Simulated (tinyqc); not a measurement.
Inside a calculation. Method: ROHF in the sto-6g basis, for H4, spin multiplicity 3. This run ends on a higher stationary point, not on the lowest solution. Computed by tinyqc, a small Python program that keeps every step (integrals from PySCF). Settings: charge = 0, multiplicity = 3, basis = sto-6g, energy threshold = 1e-10, iteration cap = 90, orthogonalisation = symmetric, start = core, DIIS depth = 0, method = ROHF. Command: `OMP_NUM_THREADS=1 python tinyqc.py 29469 29470 out.jsonl` (the two numbers bound the seeds that draw the settings). One thread of a shared host (Intel(R) Xeon(R) Processor @ 2.60GHz), about 0.1 s of CPU time with the checks.

Geometry (angstrom):

| atom | x | y | z |
|---|---|---|---|
| H | 0.000000 | 0.000000 | 0.000000 |
| H | 0.000000 | 0.000000 | 1.547000 |
| H | 0.000000 | 0.000000 | 3.662000 |
| H | 0.000000 | 0.000000 | 5.210000 |

Stop when the energy changes by less than 1e-10 hartree and every element of the error matrix X^T (F D S - S D F) X is below 3e-06.

Course of the cycle:

| iteration | E (hartree) | change | largest element of the error matrix |
|---|---|---|---|
| 1 | -1.59382816 | - | 1.27e-01 |
| 2 | -1.68507603 | -9.12e-02 | 4.23e-02 |
| 3 | -1.70358642 | -1.85e-02 | 3.47e-02 |
| 4 | -1.71268072 | -9.09e-03 | 2.09e-02 |
| 5 | -1.71569600 | -3.02e-03 | 8.47e-03 |
| 6 | -1.71620647 | -5.10e-04 | 3.55e-03 |
| 7 | -1.71627801 | -7.15e-05 | 1.67e-03 |
| 8 | -1.71629804 | -2.00e-05 | 9.29e-04 |
| 9 | -1.71630592 | -7.88e-06 | 5.27e-04 |
| 10 | -1.71630880 | -2.89e-06 | 4.80e-04 |
| 11 | -1.71630924 | -4.42e-07 | 6.41e-04 |
| 12 | -1.71630812 | 1.13e-06 | 8.16e-04 |
| 13 | -1.71630545 | 2.67e-06 | 1.06e-03 |
| 14 | -1.71630064 | 4.81e-06 | 1.37e-03 |
| ... | ... | ... | ... |
| 77 | -1.41115086 | 8.60e-05 | 6.84e-02 |
| 78 | -1.41123684 | -8.60e-05 | 6.84e-02 |
| 79 | -1.41115086 | 8.60e-05 | 6.84e-02 |
| 80 | -1.41123684 | -8.60e-05 | 6.84e-02 |
| 81 | -1.41115086 | 8.60e-05 | 6.84e-02 |
| 82 | -1.41123684 | -8.60e-05 | 6.84e-02 |
| 83 | -1.41115086 | 8.60e-05 | 6.84e-02 |
| 84 | -1.41123684 | -8.60e-05 | 6.84e-02 |
| 85 | -1.41115086 | 8.60e-05 | 6.84e-02 |
| 86 | -1.41123684 | -8.60e-05 | 6.84e-02 |
| 87 | -1.41115086 | 8.60e-05 | 6.84e-02 |
| 88 | -1.41123684 | -8.60e-05 | 6.84e-02 |
| 89 | -1.41115086 | 8.60e-05 | 6.84e-02 |
| 90 | -1.41123684 | -8.60e-05 | 6.84e-02 |

Can the last value be used, and what does the course show?

Not by the stop rule. Not converged within the cap of 90 iterations: the residual has stopped falling: the iteration swings between two states. Reruns (cap 100 unless said): DIIS 8: converged in 16; atomic densities as start, DIIS 8: converged in 13 to a higher stationary point; the original settings with a cap of 400: not converged. PySCF ROHF in the same basis = -1.71631292 hartree.
